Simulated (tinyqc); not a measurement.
## Depth and level of a trap from the time ratio

Question. For an oxide trap tc/te = exp(E/Vt) with E = E0 - dpsi - (xt/tox)(Vg - VT - dpsi), dpsi being the rise of the surface potential above its value at threshold. Find xt and E0, and the depth that would be read if dpsi were ignored.

Parameters, values chosen for the exercise: temperature T = 200 K; insulator thickness tox = 2.7 nm.

Constants: q = 1.602176634e-19 C, kB = 1.380649e-23 J/K, Vt = kB T/q. Results are converted to the units shown.

Vg - VT (V): 0.12  0.27
tc/te: 5.0593566  0.064139393
dpsi (V): 0.033705266  0.049209118

Answer. E + dpsi is a straight line in the oxide voltage Vg - VT - dpsi with slope -xt/tox and intercept E0. Ignoring dpsi assigns the motion of the bands to the trap and overstates its depth.

xt = 1.200 nm
E0 = 0.1000 eV
depth read without dpsi = 1.355 nm

Program tinyqc, `OMP_NUM_THREADS=1 python tinyqc.py 2710058 2710059 out.jsonl`; Intel Xeon 2.30GHz, shared host, one thread, about 0.01 s.
